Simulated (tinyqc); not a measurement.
## Radius from the resistance

Question. Two half-spaces of a free-electron metal (one valley, spin 2) meet through a circular opening of radius a in an insulating sheet. kF = (3 pi^2 n)^(1/3), resistivity rho = hbar kF/(n q^2 l). Maxwell: RM = rho/(2 a); Sharvin: RS = 4 rho l/(3 pi a^2); interpolation R = RS + gamma RM, gamma = (1 + 0.83 K)/(1 + 1.33 K), K = l/a. Find a.

Inputs (values chosen for the exercise):

| symbol | value | unit | meaning |
|---|---|---|---|
| n | 2.8e22 | cm^-3 | free-electron density |
| l | 33 | nm | mean free path |

Constants: q = 1.602176634e-19 C, hbar = 1.054571817e-34 J s. Results are converted to the units shown.

R = 126.95936 ohm

Answer. R falls steadily as a grows, so there is one root, found by bisection.

a = 2.20 nm
K = 15.0

tinyqc, about 0.01 s, one thread, Intel Xeon 2.30GHz (shared host): `OMP_NUM_THREADS=1 python tinyqc.py 2760142 2760143 out.jsonl`
